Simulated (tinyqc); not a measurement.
## Thermionic-field emission through a Schottky barrier, WKB: contact resistivity against barrier height

Metal on an n-type semiconductor with one parabolic valley; V > 0 is forward bias (metal positive). Energies E are counted from the conduction edge of the neutral semiconductor, whose Fermi level lies at -xi; that of the metal lies at -xi - V. The barrier is a parabola of height Vd = phi - xi - V (depletion approximation, no image force).

Nc = 2 (2 pi me m0 kB T/h^2)^1.5 (times 1e-6 for cm^-3); Nd = Nc F12(-xi/Vt), F12(x) = (2/sqrt(pi)) int_0^infinity sqrt(u)/(1 + exp(u - x)) du; E00 = (hbar/2) sqrt(Nd/(me m0 eps0 eps_r)) in SI units (volts). For E < Vd, ln T(E) = -(Vd/E00) [sqrt(1 - y) - y ln((1 + sqrt(1 - y))/sqrt(y))], y = E/Vd; T(E) = 1 above. J = A* T (q/kB) int_0^infinity T(E) N(E) dE, N = ln[(1 + exp((-xi - E)/Vt))/(1 + exp((-xi - V - E)/Vt))], A* = 4 pi q me m0 kB^2/h^3 (times 1e-4 for A/(cm^2 K^2)). The integral is converged to the digits shown; the share over the barrier is that of E > Vd, and 0 means below 1e-6 %. The contact resistivity is rho_c = 1/(dJ/dV) at V = 0, where N becomes V f/Vt with f = 1/(1 + exp((E + xi)/Vt)).

Values chosen for this exercise; band and dielectric values close to those of gallium arsenide: temperature T = 300 K; electron mass me = 0.0662 m0; relative permittivity eps_r = 12.8; donor density Nd = 1.2e19 cm^-3.

Constants: q = 1.602176634e-19 C, kB = 1.380649e-23 J/K, eps0 = 8.8541878128e-12 F/m, hbar = 1.054571817e-34 J s, h = 6.62607015e-34 J s, m0 = 9.1093837015e-31 kg, Vt = kB T/q. Results are converted to the units shown.

Contact resistivity against barrier height:
```
phi (eV)	rho_c (ohm cm^2)	thermionic Vt exp(phi/Vt)/(A* T^2) (ohm cm^2)
0.15	2.609e-8	1.195e-5
0.29	1.064e-7	0.002688
0.42	4.418e-7	0.4105
0.56	2.217e-6	92.29
0.69	1.045e-5	1.410e4
0.83	5.776e-5	3.169e6
0.96	2.911e-4	4.840e8
1.1	0.001703	1.088e11
```

rho_c rises from 2.61e-8 to 0.00170 ohm cm^2; between the last two rows it grows by a factor e every 79.2 meV, against E00 coth(E00/Vt) = 70.5 meV and Vt = 25.9 meV for pure emission.

Range of the model: The depletion approximation, a parabolic band and the neglect of image-force lowering make these currents estimates at high doping.

tinyqc, about 0.01 s, one thread, Intel Xeon 2.30GHz (shared host): `OMP_NUM_THREADS=1 python tinyqc.py 2640040 2640041 out.jsonl`
